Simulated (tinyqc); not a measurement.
Shallow donor in an anisotropic valley (effective-mass theory): sweeps and comparisons. A value that a table varies takes the place of the one given here.

One valley: H = -c [(d2/dx2 + d2/dy2)/mt + (d2/dz2)/ml] - q/(eps r), c = hbar^2/2m0, q = e^2/(4 pi eps0). Trial function exp(-sqrt((x^2 + y^2)/a^2 + z^2/b^2)) with a > b: T = (c/3)(2/(mt a^2) + 1/(ml b^2)), V = -(q/eps) atan(u/b)/u, u = sqrt(a^2 - b^2). The central cell of the impurity is left out.

Constants: hbar^2/2m0 = 3.80998211 eV angstrom^2; e^2/(4 pi eps0) = 14.39964547 eV angstrom; Ry = 13.60569312 eV; a0 (Bohr radius) = 0.5291772105 angstrom.

Parameters, chosen for this exercise (near those of AlAs; not measured data): mt = 0.183 m0 (transverse mass); eps = 10.2 (dielectric constant); xs = (1.4, 2.1, 3.9, 6.4, 9.5, 19, 36, 110) (ratios ml/mt); ml = 1.125 m0 (longitudinal mass).

## Mass anisotropy

mt and eps fixed, ml varied. Energies in units of Ry*(mt) = Ry mt/eps^2 and lengths in a*(mt) = a0 eps/mt; the last two columns use one mass, 3/(1/ml + 2/mt) or (ml mt^2)^(1/3).

Results:

| ml/mt | a/a* | b/a | binding | conductivity mass | density-of-states mass |
|---|---|---|---|---|---|
| 1.40 | 0.932 | 0.887 | 1.115 | 1.105 | 1.119 |
| 2.10 | 0.862 | 0.768 | 1.259 | 1.212 | 1.281 |
| 3.90 | 0.774 | 0.618 | 1.487 | 1.330 | 1.574 |
| 6.40 | 0.717 | 0.520 | 1.672 | 1.391 | 1.857 |
| 9.50 | 0.678 | 0.454 | 1.820 | 1.425 | 2.118 |
| 19.0 | 0.623 | 0.357 | 2.072 | 1.462 | 2.668 |
| 36.0 | 0.583 | 0.287 | 2.291 | 1.479 | 3.302 |
| 110 | 0.532 | 0.196 | 2.632 | 1.493 | 4.791 |

What does this show?

The binding grows from 1.11 to 2.63 Ry*(mt); for ml going to infinity the exact problem becomes two-dimensional, with 4 Ry*. The conductivity mass saturates at 1.5 and underbinds, by 17 % at ml/mt = 6.4; the density-of-states mass errs by +11 % there and by +82 % in the last row. With these mt and eps one unit is 23.93 meV.

## What each parameter does

The minimum of the trial energy. Each row changes one parameter from the base and keeps the others.

Results:

| case | E (meV) | a (angstrom) | b (angstrom) | b/a |
|---|---|---|---|---|
| base | -39.66 | 21.27 | 11.22 | 0.528 |
| ml = 1.406 m0 | -41.66 | 20.59 | 10.06 | 0.488 |
| mt = 0.165 m0 | -36.60 | 23.23 | 11.82 | 0.509 |
| eps = 11.2 | -32.90 | 23.35 | 12.32 | 0.528 |

What does this show?

The largest shifts from the base row, up to three for each result and ties (the steps differ in size, so this ranks the rows, not the parameters). E (meV): eps +6.77, mt +3.06, ml -2.00. a (angstrom): eps +2.08, mt +1.97, ml -0.67. b (angstrom): ml -1.16, eps +1.10, mt +0.60. b/a: ml -0.039, mt -0.019; unchanged at the printed digits by eps. eps only rescales the solution (E as 1/eps^2, lengths as eps), so b/a depends on ml/mt alone.

tinyqc: `OMP_NUM_THREADS=1 python tinyqc.py 1282737 1282738 out.jsonl`; about 0.01 s, one thread, shared Intel(R) Xeon(R) Processor @ 2.30GHz.
